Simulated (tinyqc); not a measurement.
## Bulk resistivity and mean free path from two films

Problem. In the thick-film limit single-crystal films obey rho = rho0 (1 + 3 (1 - ps) lam/(8 d)). Find rho0, lam and the product rho0 lam.

Parameters, values chosen for the exercise:
```
symbol,value,unit,meaning
ps,0,,specular share of surface scattering
```

rho at d = 20 and 80 nm (uohm cm): [7.7668437, 6.7042109]

Answer. rho is a straight line in 1/d: the intercept is rho0 and the slope (3/8)(1 - ps) rho0 lam. Without ps only the product (1 - ps) lam could be found.

rho0 = 6.350 uohm cm
lam = 11.90 nm
rho0 lam = 75.56 uohm cm nm

Numbers from tinyqc (`OMP_NUM_THREADS=1 python tinyqc.py 2100026 2100027 out.jsonl`; about 0.01 s on one thread of a shared Intel Xeon 2.30GHz).
